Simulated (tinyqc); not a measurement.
FCI on RHF in the sto-3g basis, for H2, spin multiplicity 1, step by step. Computed by tinyqc, a small Python program that keeps every step (integrals from PySCF). Settings: charge = 0, multiplicity = 1, basis = sto-3g, method = RHF, energy threshold = 1e-10, iteration cap = 83, orthogonalisation = canonical, start = Wolfsberg-Helmholz matrix, DIIS depth = 6, ci = FCI, davidson = 1. Command: `OMP_NUM_THREADS=1 python tinyqc.py 28653 28654 out.jsonl` (the two numbers bound the seeds that draw the settings). One thread of a shared host (Intel(R) Xeon(R) Processor @ 2.60GHz), about 0.05 s of CPU time with the checks. The early iterations of the SCF are left out here.

## One-electron integrals

Geometry (angstrom):
```
atom        x        y        z
H     0.00000  0.00000  0.00000
H     0.00000  0.00000  1.14700
```

Basis sto-3g: exponents (1/bohr^2) and contraction coefficients of normalised primitives:
```
element  l (shell)  exponent  coefficient
H            s (1)   3.42525      0.15433
H            s (1)   0.62391      0.53533
H            s (1)   0.16886      0.44463
```

Overlap, kinetic and nuclear-attraction integrals over the contracted functions; the nuclear repulsion is the sum of Za Zb / Rab.

nuclear repulsion = 0.4613576 hartree

overlap S, order 1H 1s, 2H 1s:
$$\begin{pmatrix}
1.00000 & 0.41432 \\
0.41432 & 1.00000
\end{pmatrix}$$

kinetic energy T (hartree), order 1H 1s, 2H 1s:
$$\begin{pmatrix}
0.76003 & 0.06546 \\
0.06546 & 0.76003
\end{pmatrix}$$

nuclear attraction V (hartree), order 1H 1s, 2H 1s:
$$\begin{pmatrix}
-1.68003 & -0.61970 \\
-0.61970 & -1.68003
\end{pmatrix}$$

core Hamiltonian H = T + V (hartree), order 1H 1s, 2H 1s:
$$\begin{pmatrix}
-0.92000 & -0.55424 \\
-0.55424 & -0.92000
\end{pmatrix}$$

## Two-electron integrals

Functions are numbered as in S; the eight-fold symmetry (ij|kl) = (ji|kl) = (kl|ij) leaves the list below.

Two-electron integrals (ij|kl) in chemists' order, unique and non-zero (hartree):
```
(11|11) 0.77461   (21|11) 0.24671   (21|21) 0.10595   (22|11) 0.43284
(22|21) 0.24671   (22|22) 0.77461
```

## Orthogonalisation

S = U s U^T; canonical form X = U s^(-1/2), so that X^T S X = 1. Each column of U has its largest component positive (the first on a tie).

eigenvalues of S: [0.58568, 1.41432]

X, order 1H 1s, 2H 1s:
$$\begin{pmatrix}
0.92397 & 0.59458 \\
-0.92397 & 0.59458
\end{pmatrix}$$

## Starting guess

The start is the generalised Wolfsberg-Helmholz matrix (K = 1.75) built on H; D = 2 C_occ C_occ^T.

D at the start, order 1H 1s, 2H 1s:
$$\begin{pmatrix}
0.70705 & 0.70705 \\
0.70705 & 0.70705
\end{pmatrix}$$

## Iteration 2 (converged): orbitals

converged F (hartree), order 1H 1s, 2H 1s:
$$\begin{pmatrix}
-0.20313 & -0.42045 \\
-0.42045 & -0.20313
\end{pmatrix}$$

Diagonalise F' = X^T F X, C = X C', fill 1 alpha and 1 beta electrons from the bottom; D = 2 C_occ C_occ^T. Each column has its largest component positive (the first on a tie).

F' = X^T F X (hartree):
$$\begin{pmatrix}
0.37105 & 0.00000 \\
0.00000 & -0.44090
\end{pmatrix}$$

orbital energies (hartree): MO1 -0.44090, MO2 0.37105

coefficients C, order 1H 1s, 2H 1s:
$$\begin{pmatrix}
0.59458 & 0.92397 \\
0.59458 & -0.92397
\end{pmatrix}$$

D after iteration 2, order 1H 1s, 2H 1s:
$$\begin{pmatrix}
0.70705 & 0.70705 \\
0.70705 & 0.70705
\end{pmatrix}$$

## Convergence

Stop when the energy changes by less than 1e-10 hartree and every element of the error matrix X^T (F D S - S D F) X is below 3e-06.

Course of the cycle:
```
iteration  E (hartree)   change  largest element of the error matrix
1           -1.0219082        -                             1.22e-16
2           -1.0219082  0.00000                             1.22e-16
```

PySCF RHF in the same basis = -1.0219082 hartree

Converged in 2 iterations.

## Populations, bond orders and dipole

Mulliken: Z minus the diagonal of D S on the atom; Loewdin: the same with S^(1/2) D S^(1/2); Mayer order: 2 sum_s sum (D(s) S)_ij (D(s) S)_ji over the two atoms.

Charges (e):
```
atom  Mulliken  Loewdin
1H           0        0
2H           0        0
```

Mayer bond orders:
```
pair    order
2-1   1.00000
```

dipole moment about the origin, x y z (debye): [0.00000, 0.00000, 0.00000]

## Integrals over molecular orbitals

(pq|rs) = sum C_ip C_jq C_kr C_ls (ij|kl), one index at a time.

one-electron integrals over orbitals h = C^T H C (hartree):
$$\begin{pmatrix}
-1.04236 & 0.00000 \\
0.00000 & -0.62451
\end{pmatrix}$$

Two-electron integrals over orbitals (pq|rs), unique and non-zero (hartree):
```
(11|11) 0.60146   (21|21) 0.20630   (22|11) 0.60093   (22|22) 0.63043
```

## FCI: determinants and Hamiltonian

Hartree-Fock energy = -1.0219082 hartree

Slater-Condon rules over spin orbitals, with the nuclear repulsion added and E(HF) subtracted on the diagonal.

Occupation strings over the orbitals (2 doubly, a alpha, b beta, 0 empty; spin orbitals ordered 1a 1b 2a 2b ...): 20 ab ba 02

H - E(HF) between determinants (hartree), order 20, ab, ba, 02:
$$\begin{pmatrix}
0.00000 & 0.00000 & 0.00000 & 0.20630 \\
0.00000 & 0.41733 & -0.20630 & 0.00000 \\
0.00000 & -0.20630 & 0.41733 & 0.00000 \\
0.20630 & 0.00000 & 0.00000 & 0.86468
\end{pmatrix}$$

## FCI: roots

Diagonalise (each vector has its largest component positive (the first on a tie)); all determinants have Ms = 0, so triplets appear too. The lowest singlet root is the correlation energy.

lowest roots of this matrix, relative to E(HF) (hartree): [-0.04670, 0.21103, 0.62362, 0.91138]

lowest vectors, order 20, ab, ba, 02:
$$\begin{pmatrix}
0.97533 & 0.00000 & 0.00000 & 0.22077 \\
0.00000 & 0.70711 & 0.70711 & 0.00000 \\
0.00000 & 0.70711 & -0.70711 & 0.00000 \\
-0.22077 & 0.00000 & 0.00000 & 0.97533
\end{pmatrix}$$

<S^2> of these roots: [0.00000, 2.00000, 0.00000, 0.00000]

weight of the ground state by excitation level 0, 1, 2, ...: [0.95126, 0.00000, 0.04874]
